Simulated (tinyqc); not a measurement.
Lossy on-chip transmission line with skin effect: two steps of the calculation.

A uniform line in a homogeneous dielectric: c = sqrt(er)/(c0 Z0), l = Z0 sqrt(er)/c0 (c0 = 299792458 m/s), g = w c td, w = 2 pi f. The resistance joins its limits as r = sqrt(r_dc^2 + r_hf^2), with r_dc = rho/(wd th), r_hf = kr rho/(2 delta (wd + th)), delta = sqrt(rho/(pi f mu0)), mu0 = 4 pi 1e-7 H/m; this is an interpolation, and internal inductance, up to 0.05 nH/mm at low frequency, is neglected.

Values chosen for this exercise: width of the strip wd = 0.96 um; thickness of the strip th = 0.96 um; resistivity rho = 2 uohm cm; relative permittivity er = 4.2; loss tangent td = 0.005; lossless impedance sqrt(l/c) Z0 = 40 ohm; factor for crowding and the return path kr = 1.5; length len = 2 mm; frequency f = 7.8 GHz.

Question 1. Line constants. delta, r_dc, r_hf, r, l, c and g as defined.

Give: delta; r_dc; r_hf; r; l; c; g.

Answer 1.

delta = 0.80591 um
r_dc = 21.701 ohm/mm
r_hf = 9.6940 ohm/mm
r = 23.768 ohm/mm
l = 0.27344 nH/mm
c = 170.90 pF/m
g = 0.041878 S/m

r is 1.10 times r_dc; the skin depth is 0.839 of the thickness.

Question 2. Propagation constant and impedance. gamma = sqrt((r + i w l)(g + i w c)) = alpha + i beta, Zc = sqrt((r + i w l)/(g + i w c)), roots with positive real part; loss 8.685889638 alpha in dB; phase velocity w/beta.

r = 23.768121 ohm/mm
l = 0.27344119 nH/mm
c = 170.90074 pF/m
g = 0.041878240 S/m

Find: gamma len; Zc; loss; phase velocity over c0; r/(w l).

Answer 2.

gamma len = 0.4843+0.8244i
Zc = 49.36-28.67i ohm
loss = 2.103 dB/mm
phase velocity over c0 = 0.3966
r/(w l) = 1.774

r exceeds w l, so the line behaves mainly as an RC line at this frequency.

Numbers from tinyqc (`OMP_NUM_THREADS=1 python tinyqc.py 2810127 2810128 out.jsonl`; about 0.01 s on one thread of a shared Intel Xeon 2.30GHz).
